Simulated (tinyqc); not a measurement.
Inside a calculation. Method: plane-wave Kohn-Sham cycle with exchange-only LDA in a layered model solid. One step of it, computed by the program tinyqc.

Problem. Iteration 2: Hamiltonian at one k. H(m,m') = (k + G_m)^2/2 delta + V(G_m - G_m'), with V(-G) = V(G).

A solid whose potential varies along x alone (atomic units):
```
parameter                      value
period a                   11.300000
cross-section of the cell  17.000000
electrons per cell                 2
grid points                       16
plane waves -n..n, n               3
k points                           2
V1 in V1 cos(2 pi x/a)     -0.520000
```

V(G_m), m = 0, 1, 2, ... (hartree): [-0.214643, -0.231497, 0.001652, -0.000215, -0.000072, 0.000007, 0.000007]

k = 0.250000 2 pi / a

Give: H.

Solution.

H (hartree), order -3, -2, -1, +0, +1, +2, +3:
```
[[0.954, -0.231, 0.002, 0.000, 0.000, 0.000, 0.000],
 [-0.231, 0.259, -0.231, 0.002, 0.000, 0.000, 0.000],
 [0.002, -0.231, -0.128, -0.231, 0.002, 0.000, 0.000],
 [0.000, 0.002, -0.231, -0.205, -0.231, 0.002, 0.000],
 [0.000, 0.000, 0.002, -0.231, 0.027, -0.231, 0.002],
 [0.000, 0.000, 0.000, 0.002, -0.231, 0.568, -0.231],
 [0.000, 0.000, 0.000, 0.000, 0.002, -0.231, 1.418]]
```
